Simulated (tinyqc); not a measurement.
Bandgap voltage reference from two bipolar transistors: one step of the calculation.

Two transistors of area 1 and N carry the same current I. Is(T) = Is (T/T0)^eta exp[(Vg0 q/kB)(1/T0 - 1/T)], VBE1 = Vt ln(I/Is(T)) + I rb, VBE2 = Vt ln(I/(N Is(T))) + I rb/N. The amplifier forces I R1(T) = VBE1 - VBE2 + Vos, with R(T) = R (1 + tc (T - T0)) for both resistors, and the output is Vref = VBE1 + I R2(T). Base currents and the Early effect are neglected.

Question. Resistor for zero slope at T0, ideal case. With tc = 0, Vos = 0 and rb = 0 the current is proportional to T, dVBE/dT = (VBE - Vg0 - (eta - 1) Vt)/T, and Vref has zero slope at T0 when Vref = Vg0 + (eta - 1) Vt0. Find VBE1, its slope, that Vref, R2/R1 and the curvature d2Vref/dT2 = -(eta - 1) kB/(q T0).

Values chosen for this exercise; values of the order met in silicon bipolar transistors: reference temperature T0 = 323 K; band-gap voltage extrapolated to 0 K Vg0 = 1.204 V; temperature exponent of the saturation current eta = 3.1; saturation current of the unit transistor at T0 Is = 1.4e-16 A; area ratio of the second transistor N = 15; resistor across which the difference of VBE falls, at T0 R1 = 20 kohm.

Constants: q = 1.602176634e-19 C, kB = 1.380649e-23 J/K. Results are converted to the units shown.

Wanted: VBE1; dVBE/dT; Vref; R2/R1; curvature.

Answer.

VBE1 = 0.66846 V
dVBE/dT = -1.8390 mV/K
Vref = 1.2625 V
R2/R1 = 7.8803
curvature = -0.56026 uV/K^2

Computed by the program tinyqc: `OMP_NUM_THREADS=1 python tinyqc.py 2062026 2062027 out.jsonl`, one thread of a shared Intel Xeon 2.30GHz, about 0.02 s for the whole run.
